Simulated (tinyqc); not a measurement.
## Offset from the accumulated charge

Inverse problem. Layer 1 (x < 0) accumulates electrons and layer 2 (x > 0) is depleted. Boltzmann statistics. Sheet densities from the first integral: Q1 = sqrt((2 eps0 eps_r Vt N1/q)(exp(u1) - u1 - 1)) extra electrons, Q2 = sqrt((2 eps0 eps_r Vt N2/q)(exp(-u2) + u2 - 1)) missing ones, u = V/Vt; neutrality Q1 = Q2 + si. V1 + V2 = dE + Vt ln[(N2/Nc2)/(N1/Nc1)]. Find V1, V2 and dE.

Values chosen for this exercise; values of the order of III-V alloys:
- T = 300 K (temperature)
- eps_r = 12.4 (relative permittivity of both layers)
- Nc1 = 3.1e17 cm^-3 (density of states of the narrow-gap layer 1)
- Nc2 = 6.3e17 cm^-3 (density of states of the wide-gap layer 2)
- N1 = 6.5e15 cm^-3 (donor density in layer 1)
- N2 = 3e16 cm^-3 (donor density in layer 2)
- si = 0 cm^-2 (fixed charge at the interface)

Constants: q = 1.602176634e-19 C, kB = 1.380649e-23 J/K, Vt = kB T/q, eps0 = 8.8541878128e-14 F/cm where lengths are in cm. Results are converted to the units shown.

Q1 = 1.9075624e11 cm^-2

Solution. Each sheet density rises steadily with its bending, so Q1 fixes V1 and Q2 = Q1 - si fixes V2.

V1 = 0.07717 V
V2 = 0.1140 V
dE = 0.1700 eV

Numbers from tinyqc (`OMP_NUM_THREADS=1 python tinyqc.py 2410044 2410045 out.jsonl`; about 0.08 s on one thread of a shared Intel Xeon 2.30GHz).
